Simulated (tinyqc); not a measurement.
# Trap density and grain size from the barrier

Question. With all traps filled Vb = q Qt^2/(8 eps0 eps_r N), and in that limit the barrier is largest at N* = Qt/Lg. Find Qt, Lg and the depleted width Qt/N.

Inputs (values chosen for the exercise):

| symbol | value | unit | meaning |
|---|---|---|---|
| eps_r | 11.7 |  | relative permittivity of the semiconductor |

Constants: q = 1.602176634e-19 C, eps0 = 8.8541878128e-14 F/cm where lengths are in cm. Results are converted to the units shown.

barrier at N = 2e18 cm^-3 = 0.016335880 V
doping of the largest barrier = 6.5e17 cm^-3

Solution. The barrier gives Qt, and N* then gives Lg.

Qt = 1.300e12 cm^-2
Lg = 20.00 nm
depleted width = 6.500 nm

tinyqc, about 0.01 s, one thread, Intel Xeon 2.30GHz (shared host): `OMP_NUM_THREADS=1 python tinyqc.py 2610013 2610014 out.jsonl`
